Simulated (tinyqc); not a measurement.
## Free and trapped electrons in a MOS channel with a dense trap tail: effect of the temperature

p-type body, charge-sheet picture, full ionisation (an idealisation for deep acceptors), Boltzmann statistics for free electrons. e = Ec - EF at the surface. Acceptor-like traps of density D(E) = D0 + De exp(-E/Ew) at depth E below Ec, from 0 to Eu, hold n_t = integral of D(E)/(1 + exp((e - E)/Vt)). psi = Eg - Vt ln(Nv/Na) - e; N_dep = sqrt(2 eps0 eps_r Na (psi - Vt)/q); n_f = sqrt(N_dep^2 + 2 eps0 eps_r Vt Nc exp(-e/Vt)/q) - N_dep; Vg = Vfb + psi + q (N_dep + n_t + n_f)/Cox, Cox = eps0 eox/tox.

Nc and Nv are given at 250 K and scale as (T/250 K)^1.5; Eg, Vfb and mf are held fixed. VT is the Vg for n_f = 1e11 cm^-2; swing ln 10 n_f/(dn_f/dVg) at n_f = 1e8 cm^-2; the last three columns are for Vg = VT + 4.6 V, with free share n_f/(n_f + n_t) and field-effect mobility mf q (dn_f/dVg)/Cox; there EF is near the band edge, where Boltzmann statistics are rough.

Inputs (values chosen for the exercise); band and dielectric values close to those of silicon: band gap Eg = 1.13 eV; relative permittivity eps_r = 11.7; conduction-band density of states at the reference temperature Nc = 2.17e19 cm^-3; valence-band density of states at the reference temperature Nv = 1.99e19 cm^-3; relative permittivity of the insulator eox = 3.9; insulator thickness tox = 57 nm; acceptor density Na = 7.2e16 cm^-3; flat-band voltage without trapped charge Vfb = -0.72 V; constant background density of acceptor-like traps D0 = 7.7e10 cm^-2 eV^-1; density of the tail at the conduction edge De = 4.7e12 cm^-2 eV^-1; decay energy of the tail Ew = 0.06 eV; depth below Ec down to which the traps reach Eu = 0.65 eV; mobility of free electrons mf = 100 cm^2/(V s).

Constants: q = 1.602176634e-19 C, kB = 1.380649e-23 J/K, Vt = kB T/q, eps0 = 8.8541878128e-14 F/cm where lengths are in cm. Results are converted to the units shown.

Results:
```
T (K),e at VT (eV),VT (V),q n_t/Cox at VT (V),swing (mV/decade),n_f (cm^-2),free share (%),field-effect mobility (cm^2/(V s))
200,0.04911,3.534,0.4834,137.9,1.668e12,84.59,96.87
250,0.07404,3.293,0.3749,152.8,1.636e12,85.36,95.45
350,0.1312,2.846,0.2281,211.5,1.607e12,87.70,93.27
400,0.1630,2.632,0.1817,255.7,1.600e12,89.00,92.60
450,0.1967,2.418,0.1474,315.3,1.595e12,90.25,92.14
500,0.2324,2.199,0.1215,407.3,1.588e12,91.42,91.82
550,0.2702,1.969,0.1014,631.0,1.579e12,92.47,91.56
```

Estimate the missing row, T = 300 K.

Computed row:
```
T (K),e at VT (eV),VT (V),q n_t/Cox at VT (V),swing (mV/decade),n_f (cm^-2),free share (%),field-effect mobility (cm^2/(V s))
300,0.1015,3.065,0.2909,177.6,1.618e12,86.44,94.21
```

With this row back in the table: As T goes from 200 to 550, VT falls from 3.53 to 1.97 V, its part due to traps falls from 0.483 to 0.101 V, the swing rises from 138 to 631 mV/decade and the field-effect mobility falls from 96.9 to 91.6 cm^2/(V s). On heating the same n_f is reached with EF deeper in the gap, where fewer tail states are filled.

tinyqc, about 0.02 s, one thread, Intel Xeon 2.30GHz (shared host): `OMP_NUM_THREADS=1 python tinyqc.py 2222235 2222236 out.jsonl`
